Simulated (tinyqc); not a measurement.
G0W0 on RHF in the sto-3g basis, for H6, spin multiplicity 1, step by step. Computed by tinyqc, a small Python program that keeps every step (integrals from PySCF). Settings: charge = 0, multiplicity = 1, basis = sto-3g, method = RHF, energy threshold = 1e-10, iteration cap = 61, orthogonalisation = symmetric, start = core, DIIS depth = 6. Command: `OMP_NUM_THREADS=1 python tinyqc.py 25975 25976 out.jsonl` (the two numbers bound the seeds that draw the settings). One thread of a shared host (Intel(R) Xeon(R) Processor @ 2.60GHz), about 0.05 s of CPU time with the checks. The early iterations of the SCF are left out here.

## One-electron integrals

Geometry (angstrom):
```
atom       x       y       z
H     0.0000  0.0000  0.0000
H     0.0000  0.0000  0.7950
H     0.0000  0.0000  1.9860
H     0.0000  0.0000  2.7820
H     0.0000  0.0000  3.9730
H     0.0000  0.0000  4.7680
```

Basis sto-3g: exponents (1/bohr^2) and contraction coefficients of normalised primitives:
```
element  l (shell)  exponent  coefficient
H            s (1)    3.4253       0.1543
H            s (1)    0.6239       0.5353
H            s (1)    0.1689       0.4446
```

Overlap, kinetic and nuclear-attraction integrals over the contracted functions; the nuclear repulsion is the sum of Za Zb / Rab.

nuclear repulsion = 4.874546 hartree

overlap S, order 1H 1s, 2H 1s, 3H 1s, 4H 1s, 5H 1s, 6H 1s:
$$\begin{pmatrix}
1.0000 & 0.6240 & 0.1220 & 0.0286 & 0.0019 & 0.0002 \\
0.6240 & 1.0000 & 0.3916 & 0.1218 & 0.0125 & 0.0019 \\
0.1220 & 0.3916 & 1.0000 & 0.6234 & 0.1218 & 0.0286 \\
0.0286 & 0.1218 & 0.6234 & 1.0000 & 0.3916 & 0.1220 \\
0.0019 & 0.0125 & 0.1218 & 0.3916 & 1.0000 & 0.6240 \\
0.0002 & 0.0019 & 0.0286 & 0.1220 & 0.6240 & 1.0000
\end{pmatrix}$$

kinetic energy T (hartree), order 1H 1s, 2H 1s, 3H 1s, 4H 1s, 5H 1s, 6H 1s:
$$\begin{pmatrix}
0.7600 & 0.2055 & -0.0099 & -0.0085 & -0.0013 & -0.0002 \\
0.2055 & 0.7600 & 0.0548 & -0.0099 & -0.0052 & -0.0013 \\
-0.0099 & 0.0548 & 0.7600 & 0.2049 & -0.0099 & -0.0085 \\
-0.0085 & -0.0099 & 0.2049 & 0.7600 & 0.0548 & -0.0099 \\
-0.0013 & -0.0052 & -0.0099 & 0.0548 & 0.7600 & 0.2055 \\
-0.0002 & -0.0013 & -0.0085 & -0.0099 & 0.2055 & 0.7600
\end{pmatrix}$$

nuclear attraction V (hartree), order 1H 1s, 2H 1s, 3H 1s, 4H 1s, 5H 1s, 6H 1s:
$$\begin{pmatrix}
-2.5473 & -1.6186 & -0.2989 & -0.0693 & -0.0045 & -0.0005 \\
-1.6186 & -2.8504 & -1.0226 & -0.3117 & -0.0301 & -0.0045 \\
-0.2989 & -1.0226 & -3.0067 & -1.7969 & -0.3117 & -0.0693 \\
-0.0693 & -0.3117 & -1.7969 & -3.0067 & -1.0226 & -0.2989 \\
-0.0045 & -0.0301 & -0.3117 & -1.0226 & -2.8504 & -1.6186 \\
-0.0005 & -0.0045 & -0.0693 & -0.2989 & -1.6186 & -2.5473
\end{pmatrix}$$

core Hamiltonian H = T + V (hartree), order 1H 1s, 2H 1s, 3H 1s, 4H 1s, 5H 1s, 6H 1s:
$$\begin{pmatrix}
-1.7873 & -1.4132 & -0.3088 & -0.0778 & -0.0057 & -0.0007 \\
-1.4132 & -2.0904 & -0.9678 & -0.3216 & -0.0353 & -0.0057 \\
-0.3088 & -0.9678 & -2.2466 & -1.5920 & -0.3216 & -0.0778 \\
-0.0778 & -0.3216 & -1.5920 & -2.2466 & -0.9678 & -0.3088 \\
-0.0057 & -0.0353 & -0.3216 & -0.9678 & -2.0904 & -1.4132 \\
-0.0007 & -0.0057 & -0.0778 & -0.3088 & -1.4132 & -1.7873
\end{pmatrix}$$

## Two-electron integrals

Functions are numbered as in S; the eight-fold symmetry (ij|kl) = (ji|kl) = (kl|ij) leaves the list below.

Two-electron integrals (ij|kl) in chemists' order, unique and non-zero (hartree):
```
(11|11) 0.7746     (21|11) 0.4137     (21|21) 0.2626     (22|11) 0.5495
(22|21) 0.4137     (22|22) 0.7746     (31|11) 0.0574     (31|21) 0.0402
(31|22) 0.0718     (31|31) 0.0077     (32|11) 0.1467     (32|21) 0.1148
(32|22) 0.2301     (32|31) 0.0256     (32|32) 0.0936     (33|11) 0.2655
(33|21) 0.2063     (33|22) 0.4204     (33|31) 0.0574     (33|32) 0.2301
(33|33) 0.7746     (41|11) 0.0109     (41|21) 0.0080     (41|22) 0.0147
(41|31) 0.0017     (41|32) 0.0058     (41|33) 0.0148     (41|41) 3.84e-04
(42|11) 0.0372     (42|21) 0.0288     (42|22) 0.0572     (42|31) 0.0068
(42|32) 0.0255     (42|33) 0.0717     (42|41) 0.0017     (42|42) 0.0077
(43|11) 0.1390     (43|21) 0.1046     (43|22) 0.2060     (43|31) 0.0288
(43|32) 0.1146     (43|33) 0.4132     (43|41) 0.0079     (43|42) 0.0401
(43|43) 0.2620     (44|11) 0.1902     (44|21) 0.1391     (44|22) 0.2654
(44|31) 0.0373     (44|32) 0.1466     (44|33) 0.5491     (44|41) 0.0109
(44|42) 0.0572     (44|43) 0.4132     (44|44) 0.7746     (51|11) 0.0005
(51|21) 3.90e-04   (51|22) 0.0008     (51|31) 9.43e-05   (51|32) 3.52e-04
(51|33) 0.0010     (51|41) 2.36e-05   (51|42) 1.10e-04   (51|43) 0.0006
(51|44) 0.0009     (51|51) 1.62e-06   (52|11) 0.0029     (52|21) 0.0022
(52|22) 0.0042     (52|31) 0.0005     (52|32) 0.0021     (52|33) 0.0065
(52|41) 1.43e-04   (52|42) 0.0007     (52|43) 0.0041     (52|44) 0.0065
(52|51) 1.05e-05   (52|52) 7.09e-05   (53|11) 0.0221     (53|21) 0.0161
(53|22) 0.0305     (53|31) 0.0042     (53|32) 0.0163     (53|33) 0.0572
(53|41) 0.0012     (53|42) 0.0060     (53|43) 0.0401     (53|44) 0.0717
(53|51) 9.42e-05   (53|52) 0.0007     (53|53) 0.0077     (54|11) 0.0617
(54|21) 0.0439     (54|22) 0.0810     (54|31) 0.0110     (54|32) 0.0419
(54|33) 0.1466     (54|41) 0.0031     (54|42) 0.0163     (54|43) 0.1146
(54|44) 0.2301     (54|51) 2.67e-04   (54|52) 0.0021     (54|53) 0.0255
(54|54) 0.0936     (55|11) 0.1332     (55|21) 0.0926     (55|22) 0.1665
(55|31) 0.0221     (55|32) 0.0810     (55|33) 0.2654     (55|41) 0.0061
(55|42) 0.0305     (55|43) 0.2060     (55|44) 0.4204     (55|51) 0.0005
(55|52) 0.0042     (55|53) 0.0572     (55|54) 0.2301     (55|55) 0.7746
(61|11) 4.85e-05   (61|21) 3.61e-05   (61|22) 6.99e-05   (61|31) 9.24e-06
(61|32) 3.53e-05   (61|33) 1.13e-04   (61|41) 2.45e-06   (61|42) 1.19e-05
(61|43) 7.14e-05   (61|44) 1.13e-04   (61|51) 1.81e-07   (61|52) 1.22e-06
(61|53) 1.19e-05   (61|54) 3.53e-05   (61|55) 6.99e-05   (61|61) 2.13e-08
(62|11) 3.68e-04   (62|21) 2.71e-04   (62|22) 0.0005     (62|31) 6.96e-05
(62|32) 2.67e-04   (62|33) 0.0009     (62|41) 1.89e-05   (62|42) 9.42e-05
(62|43) 0.0006     (62|44) 0.0010     (62|51) 1.47e-06   (62|52) 1.05e-05
(62|53) 1.10e-04   (62|54) 3.52e-04   (62|55) 0.0008     (62|61) 1.81e-07
(62|62) 1.62e-06   (63|11) 0.0046     (63|21) 0.0033     (63|22) 0.0061
(63|31) 0.0008     (63|32) 0.0031     (63|33) 0.0109     (63|41) 2.32e-04
(63|42) 0.0012     (63|43) 0.0079     (63|44) 0.0148     (63|51) 1.89e-05
(63|52) 1.43e-04   (63|53) 0.0017     (63|54) 0.0058     (63|55) 0.0147
(63|61) 2.45e-06   (63|62) 2.36e-05   (63|63) 3.84e-04   (64|11) 0.0173
(64|21) 0.0121     (64|22) 0.0221     (64|31) 0.0030     (64|32) 0.0110
(64|33) 0.0373     (64|41) 0.0008     (64|42) 0.0042     (64|43) 0.0288
(64|44) 0.0574     (64|51) 6.96e-05   (64|52) 0.0005     (64|53) 0.0068
(64|54) 0.0256     (64|55) 0.0718     (64|61) 9.24e-06   (64|62) 9.43e-05
(64|63) 0.0017     (64|64) 0.0077     (65|11) 0.0757     (65|21) 0.0521
(65|22) 0.0926     (65|31) 0.0121     (65|32) 0.0439     (65|33) 0.1391
(65|41) 0.0033     (65|42) 0.0161     (65|43) 0.1046     (65|44) 0.2063
(65|51) 2.71e-04   (65|52) 0.0022     (65|53) 0.0288     (65|54) 0.1148
(65|55) 0.4137     (65|61) 3.61e-05   (65|62) 3.90e-04   (65|63) 0.0080
(65|64) 0.0402     (65|65) 0.2626     (66|11) 0.1110     (66|21) 0.0757
(66|22) 0.1332     (66|31) 0.0173     (66|32) 0.0617     (66|33) 0.1902
(66|41) 0.0046     (66|42) 0.0221     (66|43) 0.1390     (66|44) 0.2655
(66|51) 3.68e-04   (66|52) 0.0029     (66|53) 0.0372     (66|54) 0.1467
(66|55) 0.5495     (66|61) 4.85e-05   (66|62) 0.0005     (66|63) 0.0109
(66|64) 0.0574     (66|65) 0.4137     (66|66) 0.7746
```

## Orthogonalisation

S = U s U^T; symmetric (Loewdin) form X = U s^(-1/2) U^T, so that X^T S X = 1.

eigenvalues of S: [0.2227, 0.3232, 0.4740, 1.1954, 1.6672, 2.1174]

X, order 1H 1s, 2H 1s, 3H 1s, 4H 1s, 5H 1s, 6H 1s:
$$\begin{pmatrix}
1.2178 & -0.4529 & 0.0682 & -0.0179 & 0.0024 & -0.0007 \\
-0.4529 & 1.3125 & -0.3002 & 0.0718 & -0.0080 & 0.0024 \\
0.0682 & -0.3002 & 1.3230 & -0.4838 & 0.0718 & -0.0179 \\
-0.0179 & 0.0718 & -0.4838 & 1.3230 & -0.3002 & 0.0682 \\
0.0024 & -0.0080 & 0.0718 & -0.3002 & 1.3125 & -0.4529 \\
-0.0007 & 0.0024 & -0.0179 & 0.0682 & -0.4529 & 1.2178
\end{pmatrix}$$

## Iteration 6 (converged): orbitals

converged F (hartree), order 1H 1s, 2H 1s, 3H 1s, 4H 1s, 5H 1s, 6H 1s:
$$\begin{pmatrix}
-0.3386 & -0.5743 & -0.1505 & -0.0278 & -0.0009 & -0.0035 \\
-0.5743 & -0.3937 & -0.3234 & -0.1504 & -0.0191 & -0.0009 \\
-0.1505 & -0.3234 & -0.3997 & -0.5834 & -0.1504 & -0.0278 \\
-0.0278 & -0.1504 & -0.5834 & -0.3997 & -0.3234 & -0.1505 \\
-0.0009 & -0.0191 & -0.1504 & -0.3234 & -0.3937 & -0.5743 \\
-0.0035 & -0.0009 & -0.0278 & -0.1505 & -0.5743 & -0.3386
\end{pmatrix}$$

Diagonalise F' = X^T F X, C = X C', fill 3 alpha and 3 beta electrons from the bottom; D = 2 C_occ C_occ^T. Each column has its largest component positive (the first on a tie).

F' = X^T F X (hartree):
$$\begin{pmatrix}
0.0438 & -0.6199 & 0.0796 & -0.0095 & 0.0050 & -0.0064 \\
-0.6199 & 0.1096 & -0.3362 & 0.0845 & -0.0110 & 0.0050 \\
0.0796 & -0.3362 & 0.1209 & -0.6557 & 0.0845 & -0.0095 \\
-0.0095 & 0.0845 & -0.6557 & 0.1209 & -0.3362 & 0.0796 \\
0.0050 & -0.0110 & 0.0845 & -0.3362 & 0.1096 & -0.6199 \\
-0.0064 & 0.0050 & -0.0095 & 0.0796 & -0.6199 & 0.0438
\end{pmatrix}$$

orbital energies (hartree): MO1 -0.6841, MO2 -0.5805, MO3 -0.4410, MO4 0.3990, MO5 0.7262, MO6 1.1290

coefficients C, order 1H 1s, 2H 1s, 3H 1s, 4H 1s, 5H 1s, 6H 1s:
$$\begin{pmatrix}
0.1917 & 0.3676 & -0.3889 & -0.6444 & -0.8096 & 0.5471 \\
0.2600 & 0.3993 & -0.2896 & 0.4464 & 0.9094 & -0.8283 \\
0.3634 & 0.0790 & 0.4309 & 0.6639 & -0.2484 & 1.1217 \\
0.3634 & -0.0790 & 0.4309 & -0.6639 & -0.2484 & -1.1217 \\
0.2600 & -0.3993 & -0.2896 & -0.4464 & 0.9094 & 0.8283 \\
0.1917 & -0.3676 & -0.3889 & 0.6444 & -0.8096 & -0.5471
\end{pmatrix}$$

D after iteration 6, order 1H 1s, 2H 1s, 3H 1s, 4H 1s, 5H 1s, 6H 1s:
$$\begin{pmatrix}
0.6462 & 0.6185 & -0.1377 & -0.2539 & 0.0314 & 0.1056 \\
0.6185 & 0.6218 & 0.0024 & -0.1237 & -0.0159 & 0.0314 \\
-0.1377 & 0.0024 & 0.6480 & 0.6230 & -0.1237 & -0.2539 \\
-0.2539 & -0.1237 & 0.6230 & 0.6480 & 0.0024 & -0.1377 \\
0.0314 & -0.0159 & -0.1237 & 0.0024 & 0.6218 & 0.6185 \\
0.1056 & 0.0314 & -0.2539 & -0.1377 & 0.6185 & 0.6462
\end{pmatrix}$$

## Convergence

Stop when the energy changes by less than 1e-10 hartree and every element of the error matrix X^T (F D S - S D F) X is below 3e-06.

Course of the cycle:
```
iteration  E (hartree)     change  largest element of the error matrix
1            -2.980595          -                             4.48e-01
2            -3.280078  -2.99e-01                             2.74e-02
3            -3.281974  -1.90e-03                             6.75e-03
4            -3.282084  -1.10e-04                             1.85e-04
5            -3.282084  -1.06e-07                             5.70e-06
6            -3.282084  -8.19e-11                             1.77e-07
```

PySCF RHF in the same basis = -3.282084 hartree

Converged in 6 iterations.

## Integrals over molecular orbitals

(pq|rs) = sum C_ip C_jq C_kr C_ls (ij|kl), one index at a time.

one-electron integrals over orbitals h = C^T H C (hartree):
$$\begin{pmatrix}
-2.3107 & 0.0000 & -0.1431 & 0.0000 & -0.0760 & 0.0000 \\
0.0000 & -2.0811 & 0.0000 & -0.1698 & 0.0000 & 0.0623 \\
-0.1431 & 0.0000 & -2.0593 & 0.0000 & 0.1527 & 0.0000 \\
0.0000 & -0.1698 & 0.0000 & -1.6310 & 0.0000 & -0.1558 \\
-0.0760 & 0.0000 & 0.1527 & 0.0000 & -1.3007 & 0.0000 \\
0.0000 & 0.0623 & 0.0000 & -0.1558 & 0.0000 & -1.1511
\end{pmatrix}$$

Two-electron integrals over orbitals (pq|rs), unique and non-zero (hartree):
```
(11|11) 0.4233      (21|21) 0.1298      (22|11) 0.3361      (22|22) 0.3963
(31|11) 0.0826      (31|22) -0.0546     (31|31) 0.1288      (32|21) -0.1253
(32|32) 0.1442      (33|11) 0.3948      (33|22) 0.3530      (33|31) 0.0443
(33|33) 0.3957      (41|21) 0.0370      (41|32) 0.0039      (41|41) 0.0803
(42|11) 0.0580      (42|22) -0.0023     (42|31) 0.0506      (42|33) 0.0154
(42|42) 0.0712      (43|21) 0.0628      (43|32) -0.0624     (43|41) 0.0148
(43|43) 0.0759      (44|11) 0.3929      (44|22) 0.3526      (44|31) 0.0397
(44|33) 0.3832      (44|42) 0.0248      (44|44) 0.3982      (51|11) 0.0084
(51|22) 0.0277      (51|31) -0.0237     (51|33) -0.0100     (51|42) 0.0379
(51|44) 0.0007      (51|51) 0.0481      (52|21) 0.0233      (52|32) 0.0040
(52|41) 0.0553      (52|43) -0.0373     (52|52) 0.0870      (53|11) -0.0669
(53|22) -0.0039     (53|31) -0.0555     (53|33) -0.0307     (53|42) -0.0673
(53|44) -0.0256     (53|51) -0.0320     (53|53) 0.0727      (54|21) 0.1260
(54|32) -0.1375     (54|41) 0.0060      (54|43) 0.0639      (54|52) -0.0009
(54|54) 0.1485      (55|11) 0.3521      (55|22) 0.3999      (55|31) -0.0428
(55|33) 0.3654      (55|42) 0.0037      (55|44) 0.3745      (55|51) 0.0280
(55|53) -0.0078     (55|55) 0.4253      (61|21) 0.0018      (61|32) 0.0144
(61|41) 0.0290      (61|43) 0.0489      (61|52) -0.0302     (61|54) -0.0112
(61|61) 0.0656      (62|11) -0.0145     (62|22) -0.0331     (62|31) 0.0210
(62|33) -0.0019     (62|42) -0.0342     (62|44) -1.37e-04   (62|51) -0.0437
(62|53) 0.0361      (62|55) -0.0323     (62|62) 0.0458      (63|21) 0.0412
(63|32) -0.0055     (63|41) 0.0766      (63|43) 0.0180      (63|52) 0.0550
(63|54) 0.0054      (63|61) 0.0290      (63|63) 0.0826      (64|11) 0.0844
(64|22) -0.0461     (64|31) 0.1223      (64|33) 0.0460      (64|42) 0.0525
(64|44) 0.0450      (64|51) -0.0202     (64|53) -0.0559     (64|55) -0.0458
(64|62) 0.0199      (64|64) 0.1316      (65|21) -0.1318     (65|32) 0.1287
(65|41) -0.0384     (65|43) -0.0663     (65|52) -0.0245     (65|54) -0.1353
(65|61) -0.0031     (65|63) -0.0461     (65|65) 0.1481      (66|11) 0.4531
(66|22) 0.3588      (66|31) 0.0909      (66|33) 0.4251      (66|42) 0.0652
(66|44) 0.4306      (66|51) 0.0097      (66|53) -0.0766     (66|55) 0.3866
(66|62) -0.0172     (66|64) 0.0998      (66|66) 0.5130
```

## Screening: direct RPA

With D = e_a - e_i and K = (ia|jb): diagonalise D^(1/2) (D + 4K) D^(1/2) = Z w^2 Z^T; X + Y = D^(1/2) Z w^(-1/2), each column of Z with its largest component positive (the first on a tie); E_c = (sum w - tr (D + 2K)) / 2.

D^(1/2) (D + 4K) D^(1/2) (hartree^2):
```
        1>4      1>5      1>6      2>4      2>5      2>6      3>4      3>5
1>4  1.5210   0.0000   0.1624   0.0000   0.2631   0.0000   0.0566   0.0000
1>5  0.0000   2.2606   0.0000   0.1783   0.0000  -0.2711   0.0000  -0.1641
1>6  0.1624   0.0000   3.7635   0.0000  -0.1859   0.0000   0.2412   0.0000
2>4  0.0000   0.1783   0.0000   1.2381   0.0000  -0.1771   0.0000  -0.2877
2>5  0.2631   0.0000  -0.1859   0.0000   2.1621   0.0000  -0.1563   0.0000
2>6  0.0000  -0.2711   0.0000  -0.1771   0.0000   3.2358   0.0000   0.2038
3>4  0.0566   0.0000   0.2412   0.0000  -0.1563   0.0000   0.9606   0.0000
3>5  0.0000  -0.1641   0.0000  -0.2877   0.0000   0.2038   0.0000   1.7016
3>6  0.3996   0.0000   0.1955   0.0000   0.3149   0.0000   0.0827   0.0000

        3>6
1>4  0.3996
1>5  0.0000
1>6  0.1955
2>4  0.0000
2>5  0.3149
2>6  0.0000
3>4  0.0827
3>5  0.0000
3>6  2.9835
```

excitation energies w (hartree): [0.9550, 1.0448, 1.1712, 1.3156, 1.4360, 1.4970, 1.7831, 1.8365, 1.9661]

X + Y:
```
           1        2        3        4        5        6        7        8
1>4  -0.1226   0.0000   0.9059   0.0000   0.1465   0.0000   0.1904   0.0000
1>5   0.0000  -0.0890   0.0000   0.3486   0.0000   0.8716   0.0000  -0.2391
1>6  -0.0890   0.0000  -0.0999   0.0000   0.1598   0.0000  -0.2341   0.0000
2>4   0.0000   0.8837   0.0000  -0.3020   0.0000   0.1390   0.0000  -0.0896
2>5   0.1701   0.0000  -0.2453   0.0000   0.8435   0.0000   0.3210   0.0000
2>6   0.0000   0.0353   0.0000  -0.1119   0.0000   0.3472   0.0000   0.9071
3>4   0.9190   0.0000   0.1131   0.0000  -0.0882   0.0000  -0.0091   0.0000
3>5   0.0000   0.4234   0.0000   0.8182   0.0000  -0.2138   0.0000   0.1296
3>6  -0.0422   0.0000  -0.2145   0.0000  -0.4132   0.0000   0.8103   0.0000

           9
1>4   0.0783
1>5   0.0000
1>6   0.9187
2>4   0.0000
2>5  -0.0409
2>6   0.0000
3>4   0.0597
3>5   0.0000
3>6   0.2239
```

RPA correlation energy = -0.066271 hartree

## G0W0 on Hartree-Fock: HOMO

W(p,q,m) = sqrt2 sum_ia (pq|ia) (X+Y)_ia,m; Sigma_c(x) = sum_(i,m) W^2/(x - e_i + w_m) + sum_(a,m) W^2/(x - e_a - w_m); solve x = e_p + Sigma_c(x) by Newton steps; Z = 1/(1 - dSigma/dx); 1 hartree = 27.211386 eV.

The 12 largest terms at x = e_p (hartree; W for the signs of X + Y given):
```
q  m        W     term
1  4  -0.1008   0.0065
2  1  -0.0822   0.0062
6  7   0.1304  -0.0051
4  1   0.0799  -0.0036
5  4   0.0913  -0.0034
4  9   0.0794  -0.0022
5  8   0.0789  -0.0021
3  4  -0.0467   0.0017
6  9   0.0706  -0.0014
5  6  -0.0569  -0.0012
4  5  -0.0503  -0.0011
6  3   0.0528  -0.0010
```

Newton steps (hartree):
```
step        x  Sigma_c(x)       Z
0     -0.4410     -0.0068  0.9795
1     -0.4477     -0.0067  0.9795
2     -0.4477     -0.0067  0.9795
```

quasiparticle energy of the HOMO = -12.1817 eV

Hartree-Fock value = -11.9996 eV

## G0W0 on Hartree-Fock: LUMO

As before.

The 12 largest terms at x = e_p (hartree; W for the signs of X + Y given):
```
q  m        W     term
1  7   0.1247   0.0054
5  1   0.0829  -0.0054
6  4  -0.1002  -0.0049
3  1   0.0799   0.0036
2  4  -0.0841   0.0031
3  9   0.0794   0.0022
2  8  -0.0781   0.0022
2  6   0.0643   0.0017
1  9   0.0689   0.0016
1  3   0.0587   0.0015
4  4  -0.0398  -0.0012
3  5  -0.0503   0.0011
```

Newton steps (hartree):
```
step       x  Sigma_c(x)       Z
0     0.3990      0.0114  0.9817
1     0.4102      0.0112  0.9816
2     0.4102      0.0112  0.9816
```

quasiparticle energy of the LUMO = 11.1608 eV

Hartree-Fock value = 10.8564 eV
